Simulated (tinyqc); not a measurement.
What each parameter does: tight-binding t2g bands of a cubic perovskite.

Orbitals yz, zx, xy (X, Y, Z below) times spin. E_xy = Dt + 2t (2 - cos x - cos y) + 2 td (1 - cos z) + 4 t2 (1 - cos x cos y) with x = kx a and so on; yz and zx follow by cyclic change, without Dt. Spin-orbit term -(Dso/3) L.sigma + Dso/3 with (L_k)_ij = -i epsilon_kij in X, Y, Z: for Dt = 0 the quartet lies at 0 and the doublet at Dso.

Values chosen for the exercise (of the size met in SrTiO3 and KTaO3; shifted at random, so the results belong to these values and not to a real crystal):
```
symbol  value               unit    meaning
t       0.306               eV      strong hopping
td      0.059               eV      weak hopping
t2      0                   eV      diagonal hopping in the plane of the orbital
Dso     0.02                eV      spin-orbit splitting at Gamma
Dt      0.017               eV      shift of xy (tetragonal field or confinement)
k       (0.24, 0.14, 0.19)  2 pi/a  wave vector
```

The three pairs at k.

Results for these values:
```
case,pair 1 (eV),pair 2 (eV),pair 3 (eV)
base,0.7255,0.8935,1.0103
```

What happens to each result for Dso = 0.026 eV, all else kept?

Answer: pair 1 rises from 0.7255 to 0.7272; pair 2 rises from 0.8935 to 0.8954; pair 3 rises from 1.0103 to 1.0127.

The same for each parameter in turn:
```
case,pair 1 (eV),pair 2 (eV),pair 3 (eV)
base,0.7255,0.8935,1.0103
t = 0.3366 eV,0.7864,0.9731,1.1062
td = 0.0885 eV,0.7807,0.9308,1.0318
t2 = 0.02 eV,0.7867,0.9703,1.0884
Dso = 0.026 eV,0.7272,0.8954,1.0127
Dt = -0.013 eV,0.7254,0.8637,1.0102
```

Program tinyqc; command `OMP_NUM_THREADS=1 python tinyqc.py 1451812 1451813 out.jsonl`; about 0.01 s on one thread of a shared Intel(R) Xeon(R) Processor @ 2.30GHz.
